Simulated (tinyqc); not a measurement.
Inside a calculation. Method: inverse iteration on a symmetric matrix. Computed by tinyqc, a small Python program that keeps every step. Settings: method = inverse, shift = 0.97. Command: `OMP_NUM_THREADS=1 python tinyqc.py 21695 21696 out.jsonl` (the two numbers bound the seeds that draw the settings). One thread of a shared host (Intel(R) Xeon(R) Processor @ 2.60GHz), about 0.01 s of CPU time with the checks.

## Step 1

A, lower triangle:
```
           1          2          3         4
1   0.163000
2   0.048000   0.448000
3  -1.480000  -0.511000   1.077000
4   0.764000  -0.316000  -1.567000  1.926000
```

vector v at the start: 0.500000  0.500000  0.500000  0.500000

shift = 0.970000

solve (A - shift) w = v; v' = w/|w| with its largest component positive (the first on a tie); lambda = v'^T A v'.

vector after step 1: 0.249086  0.918356  -0.021500  -0.306785

Rayleigh quotient after step 1 = 0.668327

## Step 2

As before.

vector after step 2: 0.235984  0.759118  -0.350599  -0.495108

Rayleigh quotient after step 2 = 0.920840

## Course of the iteration

Stop when the residual |A v - lambda v| is below 1e-9.

Steps:
```
step      lambda  residual
1     0.66832734  6.53e-01
2     0.92083973  2.16e-02
3     0.92116580  7.77e-04
4     0.92116635  3.42e-05
5     0.92116635  1.64e-06
6     0.92116635  8.03e-08
7     0.92116635  3.96e-09
8     0.92116635  1.95e-10
```

all eigenvalues, for comparison: -1.068783  -0.018756  0.921166  3.780372

Converged in 8 steps.
